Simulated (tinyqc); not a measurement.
Thermodynamics of metal silicides: hull, first phase, silicon consumed, nucleation and stability against SiO2: one step, computed by the program tinyqc. Command: `OMP_NUM_THREADS=1 python tinyqc.py 3021120 3021121 out.jsonl silphase walk`. One thread of a shared host (Intel(R) Xeon(R) Processor @ 2.30GHz), about 0.01 s of CPU time with the checks.

Entropies of formation of the solids are neglected, so heats stand for free energies. Si fractions: M5Si3 0.3750, MSi 0.5000, MSi2 0.6667.

Question. Nucleation of MSi2 from MSi and Si. Where free silicon remains, MSi + Si -> MSi2 gains dH = 3 H(MSi2) - 2 H(MSi) per mole of M; per volume dG = |dH|/V(MSi2); r* = 2 gamma/dG, W* = 16 pi gamma^3/(3 dG^2). For comparison the same with MSi forming from the elements, 2 |H(MSi)|/V(MSi).

Inputs (values chosen for the exercise, of the order of those of titanium silicides for heats and volumes only): heat of formation of MSi = -64 kJ/mol atoms; heat of formation of MSi2 = -44.6 kJ/mol atoms; change of interface energy gamma = 0.13 J/m^2; temperature T = 1100 K.

Phases: M5Si3, MSi, MSi2.

volumes of the three phases per mole of M (cm^3/mol): [14.8, 17.8, 26]

Constants: e = 1.602176634e-19 C; k_B = 8.617333262e-05 eV/K.

Give: dH of the reaction; driving force; critical radius; barrier W*; W*/(k_B T); barrier for MSi from the elements.

Answer.

dH of the reaction = -5.8 kJ/mol M

driving force = 0.2231 kJ/cm^3

critical radius = 1.166 nm

barrier W* = 4.617 eV

W*/(k_B T) = 48.71

barrier for MSi from the elements = 0.004443 eV

The barrier is 1000 times that of MSi from the elements, since little energy is left to gain: nucleation may then delay this step to a higher temperature.
